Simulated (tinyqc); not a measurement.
What moves the results: standing waves and exposure in a photoresist film. A value that a table varies takes the place of the one given here.

Normal incidence from air. Unexposed resist: N1 = n1 + i k1 with k1 = (A + B) lam/(4 pi), lam in micrometres. r01 = (1 - N1)/(1 + N1), t01 = 2/(1 + N1). Substrate Ns = ns + i ks: r12 = (N1 - Ns)/(N1 + Ns). With p = exp(2 pi i N1 d/lam), the field at depth z is E(z) = t01 [exp(2 pi i N1 z/lam) + r12 p^2 exp(-2 pi i N1 z/lam)]/(1 + r01 r12 p^2), the relative intensity I(z) = n1 |E(z)|^2 and the reflectance R = |(r01 + r12 p^2)/(1 + r01 r12 p^2)|^2.

Inputs chosen for the exercise (a resist on Cu, indices near tabulated ones; not measured data): lam = 248 nm (vacuum wavelength); n1 = 1.769 (resist index); A = 0.01 1/micrometre (bleachable absorption (Dill A)); B = 0.63 1/micrometre (fixed absorption (Dill B)); d = 342 nm (resist thickness); ns = 1.444 (substrate n); ks = 1.755 (substrate k).

## Swing of the coupled dose with resist thickness

The mean of I is taken over 800 depths; the relative dose to clear is taken as 1/(mean of I over the lowest period, 60 depths), scaled to 1 in the first row.

Swing:
```
d (nm)       R  mean I  relative dose
342.0   0.3492  0.8293          1.000
353.7   0.2311  0.9638          0.852
365.4   0.0529  1.1872          0.701
377.0   0.0410  1.2105          0.704
388.7   0.2082  0.9985          0.864
400.4   0.3300  0.8327          1.028
412.1   0.3340  0.8106          1.038
423.8   0.2184  0.9381          0.890
435.5   0.0468  1.1425          0.739
447.1   0.0357  1.1607          0.742
458.8   0.1967  0.9651          0.903
470.5   0.3158  0.8117          1.067
482.2   0.3197  0.7929          1.077
```

The period is 70.1 nm, six rows. The relative dose swings between 0.701 and 1.077, a ratio (max - min)/mean of 0.422, against the estimate 4 sqrt(|r01|^2 |r12|^2) exp(-(A + B) d) = 0.431 for the oscillating part alone; the ratio from the table also holds the slow rise from absorption, 7.7 % over two periods, so the two are not strictly comparable. The dose is least sensitive to thickness at an extremum; the lowest dose listed is at 365.4 nm.

## What moves the exposure

The mean of I is over 800 depths. Each row changes one parameter from the base and keeps the others.

Results:
```
case                   |r12|^2       R  mean I  I at the bottom
base                    0.2336  0.3492  0.8293           0.5749
d = 352 nm              0.2336  0.2552  0.9349           0.6545
n1 = 1.787              0.2325  0.3289  0.8501           0.6003
B = 0.83 1/micrometre   0.2323  0.3260  0.8032           0.5430
ks = 1.579              0.1991  0.3193  0.8243           0.6129
ns = 1.588              0.2132  0.3368  0.8206           0.5387
```

The largest shifts from the base row, up to three for each result and ties (the steps differ in size, so this ranks the rows, not the parameters). |r12|^2: ks -0.0346, ns -0.0204, B -0.0013; unchanged at the printed digits by d. R: d -0.0940, ks -0.0299, B -0.0232. mean I: d +0.1056, B -0.0261, n1 +0.0208. I at the bottom: d +0.0796, ks +0.0380, ns -0.0362.

Run: tinyqc, `OMP_NUM_THREADS=1 python tinyqc.py 1650911 1650912 out.jsonl`; Intel(R) Xeon(R) Processor @ 2.30GHz, one thread, shared host; about 0.01 s of CPU time with all checks.
